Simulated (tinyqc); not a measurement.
Straight dislocations in isotropic elasticity: fields, energies, partials, Peierls stress and walls: one step, computed by the program tinyqc. Command: `OMP_NUM_THREADS=1 python tinyqc.py 3029004 3029005 out.jsonl disloc walk`. One thread of a shared host (Intel(R) Xeon(R) Processor @ 2.30GHz), about 0.01 s of CPU time with the checks.

The line runs along z, the glide plane is y = 0, and beta is the angle between b and the line (0 screw, 90 degrees edge): b_e = b sin(beta) along +x with the extra half plane at y > 0, b_s = b cos(beta). Stress is positive in tension.

Task: Stress at a point. With D = G b_e/(2 pi (1 - nu)), S = G b_s/(2 pi), r^2 = x^2 + y^2: s_xx = -D y (3x^2 + y^2)/r^4, s_yy = D y (x^2 - y^2)/r^4, s_xy = D x (x^2 - y^2)/r^4, s_zz = nu (s_xx + s_yy), s_xz = -S y/r^2, s_yz = S x/r^2. Pressure p = -trace/3.

Inputs (values chosen for the exercise, modelled on silicon): shear modulus G = 67 GPa; Poisson ratio nu = 0.22; Burgers vector b = 3.84 angstrom.

Character: 60-degree.

field point (x, y) (nm): 6.2  5.8

Give: stress; pressure p.

Result:

stress (MPa):
```
         x       y        z
x  -756.01   26.04  -164.74
y    26.04   24.36   176.11
z  -164.74  176.11  -160.96
```

pressure p = 297.54 MPa

The point lies above the glide plane, on the compressed side.
